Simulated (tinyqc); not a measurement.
Front-illuminated p-i-n photodiode, quantum efficiency and bandwidth: one step of the calculation.

Light enters through a p layer (0 to xp), a depleted layer (xp to xp + wi) and a thick n substrate, decaying as exp(-al x); one pass, no back reflection. Carriers made in the depleted layer are all collected; those in the neutral layers diffuse.

Problem. Response at one frequency. Drift response for pairs made in the depleted layer, a = al wi, g = 1 - exp(-a), u = 2 pi i f, te = wi/ve, th = wi/vh: electrons He = [g - a (exp(-a) - exp(-u te))/(u te - a)]/(u te g), holes Hh = [g - a (1 - exp(-a - u th))/(a + u th)]/(u th g); C = eps0 eps_r pi (dia/2)^2/wi + Cp; total |He + Hh|/sqrt(1 + (2 pi f RL C)^2), for the current of the depleted layer alone.

Inputs (values chosen for the exercise); values close to those of In0.53Ga0.47As at this wavelength: absorption coefficient al = 11400 1/cm; relative permittivity eps_r = 14.3; thickness of the depleted layer wi = 0.5 um; electron drift velocity ve = 6.95e6 cm/s; hole drift velocity vh = 5.1e6 cm/s; diameter dia = 100 um; load resistance RL = 50 ohm; parasitic capacitance Cp = 30 fF; modulation frequency f = 76 GHz.

Constants: eps0 = 8.8541878128e-14 F/cm where lengths are in cm. Results are converted to the units shown.

Wanted: te; th; He; Hh; |He + Hh|; C; total response.

Solution.

te = 7.1942 ps
th = 9.8039 ps
He = 0.15953-0.34975i
Hh = 0.06407-0.23964i
|He + Hh| = 0.63037
C = 2018.9 fF
total response = 0.013075

The drift response alone falls to 1/sqrt(2) at 65.8 GHz and the RC term alone at 1.58 GHz; together they give 1.58 GHz.

Computed by the program tinyqc: `OMP_NUM_THREADS=1 python tinyqc.py 2250002 2250003 out.jsonl`, one thread of a shared Intel Xeon 2.30GHz, about 0.01 s for the whole run.
